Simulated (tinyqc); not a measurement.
Reverse leakage of an n+-p junction: diffusion, generation, trap-assisted and band-to-band tunnelling: one step of the calculation.

One-sided abrupt junction in the depletion approximation, x from the junction (0) to W on the p side, field F = F0 (1 - x/W). Flat quasi-Fermi levels, long p side. Traps generate through SRH with both lifetimes shortened by 1 + Gamma (Hurkx enhancement, form for moderate fields); band-to-band generation is local and needs a total bending above Eg.

Question. Generation rates across the layer. u = (Vbi + VR)(1 - x/W)^2, p = Na exp(-u/Vt), n = Nd exp((u - Vbi - VR)/Vt); G0 = ni^2 (1 - exp(-VR/Vt))/(tau (n + p + 2 ni cosh(Et/Vt))); Gamma = 2 sqrt(3 pi)(F/FG) exp((F/FG)^2); trap-assisted part G0 Gamma; G_bb = Ab F^2.5 exp(-Bb/F) with F in V/cm, zero unless Vbi + VR > Eg. 12 equal steps.

Inputs (values chosen for the exercise); band and dielectric values close to those of silicon:
- T = 300 K (temperature)
- Eg = 1.11 eV (band gap)
- Na = 3.9e16 cm^-3 (acceptor density of the lighter side)
- Nd = 1e19 cm^-3 (donor density of the heavier side)
- tau = 2e-8 s (SRH lifetime of both carriers at zero field)
- Et = 0 eV (trap level above the intrinsic level)
- Ab = 2.1e14 cm^-0.5 V^-2.5 s^-1 (band-to-band prefactor)
- Bb = 1.8e7 V/cm (band-to-band field constant)
- VR = 2.8 V (reverse bias)

Constants: q = 1.602176634e-19 C, kB = 1.380649e-23 J/K, Vt = kB T/q. Results are converted to the units shown.

ni = 1.3020713e10 cm^-3
Vbi = 0.91443281 V
W = 353.93344 nm
F0 = 209.89443 kV/cm
FG = 383.31186 kV/cm

Wanted: x; F; Gamma; G0; G0 Gamma; G_bb.

Answer.

| point | x (nm) | F (kV/cm) | Gamma | G0 (cm^-3 s^-1) | G0 Gamma (cm^-3 s^-1) | G_bb (1e-10 cm^-3 s^-1) |
|---|---|---|---|---|---|---|
| 0 | 0.00 | 209.89 | 4.5377 | 8.4769e8 | 3.8466e9 | 2.4169 |
| 1 | 29.49 | 192.40 | 3.9650 | 3.1256e17 | 1.2393e18 | 0.0008 |
| 2 | 58.99 | 174.91 | 3.4504 | 3.2552e17 | 1.1232e18 | 0.0000 |
| 3 | 88.48 | 157.42 | 2.9849 | 3.2552e17 | 9.7163e17 | 0.0000 |
| 4 | 117.98 | 139.93 | 2.5609 | 3.2552e17 | 8.3363e17 | 0.0000 |
| 5 | 147.47 | 122.44 | 2.1719 | 3.2552e17 | 7.0700e17 | 0.0000 |
| 6 | 176.97 | 104.95 | 1.8119 | 3.2552e17 | 5.8981e17 | 0.0000 |
| 7 | 206.46 | 87.46 | 1.4757 | 3.2551e17 | 4.8037e17 | 0.0000 |
| 8 | 235.96 | 69.96 | 1.1587 | 2.7713e17 | 3.2110e17 | 0.0000 |
| 9 | 265.45 | 52.47 | 0.85643 | 1.7174e15 | 1.4708e15 | 0.0000 |
| 10 | 294.94 | 34.98 | 0.56504 | 1.1762e13 | 6.6461e12 | 0.0000 |
| 11 | 324.44 | 17.49 | 0.28076 | 5.8953e11 | 1.6552e11 | 0.0000 |
| 12 | 353.93 | 0.00 | 0 | 2.1736e11 | 0 | 0.0000 |

Range of the model: The n+ side is degenerate, so Vbi from Boltzmann statistics is only a guide.

Program tinyqc, `OMP_NUM_THREADS=1 python tinyqc.py 2290086 2290087 out.jsonl`; Intel Xeon 2.30GHz, shared host, one thread, about 0.01 s.
